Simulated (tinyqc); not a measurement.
# Worked calculation: quantum-well laser, gain and threshold

Computed by the program tinyqc: `OMP_NUM_THREADS=1 python tinyqc.py 2840110 2840111 out.jsonl`, one thread of a shared Intel Xeon 2.30GHz, about 0.02 s for the whole run. Printed values are rounded.

One electron and one heavy-hole subband per well, parabolic, with equal sheet densities n of electrons and holes; k-conserving transitions, TE polarisation, no line broadening, so the gain starts as a step at E0 and peaks there. All wells are pumped alike.

Values chosen for this exercise; well values close to those of InGaAsP:
```
symbol,value,unit,meaning
T,293,K,temperature
E0,0.75,eV,lowest transition energy
me,0.0449,m0,in-plane electron mass
mh,0.303,m0,in-plane hole mass
Ep,23.8,eV,Kane energy
nr,3.3,,refractive index
Lw,10,nm,well width
Nw,5,,number of wells
Gw,0.025,,optical confinement per well
ai,15,1/cm,internal loss
Lc,250,um,cavity length
R1,0.1,,front reflectance
R2,0.95,,back reflectance
A,1.2e7,1/s,defect recombination coefficient
B,0.00027,cm^2/s,radiative coefficient per well
C,1e-16,cm^4/s,Auger coefficient per well
eta,0.89,,injection efficiency
Wd,10,um,stripe width
```

Constants: q = 1.602176634e-19 C, kB = 1.380649e-23 J/K, eps0 = 8.8541878128e-12 F/m, hbar = 1.054571817e-34 J s, m0 = 9.1093837015e-31 kg, c = 299792458 m/s, Vt = kB T/q. Results are converted to the units shown.

Range of the model: The second hole subband, left out here, lies within about 2 Vt of the first in a well this wide.

## Densities of states, saturated gain and threshold gain

Nc = me kB T/(pi hbar^2), Nv = mh kB T/(pi hbar^2), mr = me mh/(me + mh) in m0, g0(E) = q^2 Ep mr/(4 nr eps0 c hbar E Lw) (squared momentum element m0 Ep/4, joint density of states mr/(pi hbar^2 Lw) for both spins). Mirror loss am = ln(1/(R1 R2))/(2 Lc); threshold gain gth = (ai + am)/(Nw Gw).

Nc = 4.73570e11 cm^-2
Nv = 3.19581e12 cm^-2
mr = 0.0391052 m0
g0(E0) = 8620.88 1/cm
am = 47.0776 1/cm
gth = 496.621 1/cm

## Iteration 1: threshold density by Newton steps

n at the start = 1.7e12 cm^-2

fe = 1 - exp(-n/Nc) and fh = 1 - exp(-n/Nv) are the fillings of the two band edges; f = g0 (fe + fh - 1) - gth; f' = g0 [(1 - fe)/Nc + (1 - fh)/Nv]; n(new) = n - f/f'.

fe = 0.972395
fh = 0.412540
f = 2821.86 1/cm
f' = 2.08723e-9 cm
n after iteration 1 = 3.48039e11 cm^-2

## Iteration 2: threshold density by Newton steps

As before.

fe = 0.520459
fh = 0.103184
f = -3741.15 1/cm
f' = 1.11488e-8 cm
n after iteration 2 = 6.83604e11 cm^-2

## Course of the iteration: threshold density by Newton steps

Stop when n changes by less than 1000 cm^-2, or after 30 iterations. n must stay positive.

Course of the iteration:
```
iteration   n (cm^-2)  |change| (cm^-2)
1          3.48039e11           1.35e12
2          6.83604e11           3.36e11
3          8.18226e11           1.35e11
4          8.33455e11           1.52e10
5          8.33619e11            1.65e8
6          8.33619e11            1.90e4
7          8.33619e11             < 1e0
```

Converged in 7 iterations. At the end the number of correct digits about doubles with each step.

## Quasi-Fermi levels and threshold current

nth = 8.33619e11 cm^-2

Fc = Vt ln(exp(n/Nc) - 1) above the electron subband edge, Fv = Vt ln(exp(n/Nv) - 1) below the hole subband edge; gain extends from E0 to E0 + Fc + Fv. Jth = q Nw (A n + B n^2 + C n^3)/eta at n = nth, Ith = Jth Wd Lc; differential efficiency of both facets eta am/(ai + am).

Fc = 0.0396798 eV
Fv = -0.0305652 eV
width of the gain band = 0.00911461 eV
Jth = 230.031 A/cm^2
Ith = 5.75078 mA
differential efficiency = 0.674946

The electrons are degenerate and the holes not degenerate at the band edge. Defect, radiative and Auger recombination carry 3.9, 73 and 23 % of the threshold current. Transparency (g = 0) needs n = 7.44e11 cm^-2.

## Gain spectrum at threshold

E - E0, point 0 to 7 (eV): [0, 0.002, 0.004, 0.006, 0.008, 0.01, 0.012, 0.014]

At photon energy E: fe = 1/(1 + exp(((mr/me)(E - E0) - Fc)/Vt)), fh = 1/(1 + exp(((mr/mh)(E - E0) - Fv)/Vt)), g = g0(E0)(E0/E)(fe + fh - 1).

fe, point 0 to 7: [0.828005, 0.817956, 0.807458, 0.796504, 0.785093, 0.773224, 0.760900, 0.748124]
fh, point 0 to 7: [0.229602, 0.227799, 0.226005, 0.224222, 0.222449, 0.220686, 0.218932, 0.217189]
g, point 0 to 7 (1/cm): [496.621, 393.400, 286.951, 177.259, 64.332, -51.810, -171.124, -293.551]

The gain turns into absorption at E - E0 = Fc + Fv = 0.00911 eV (Bernard-Duraffourg condition), inside the listed range.
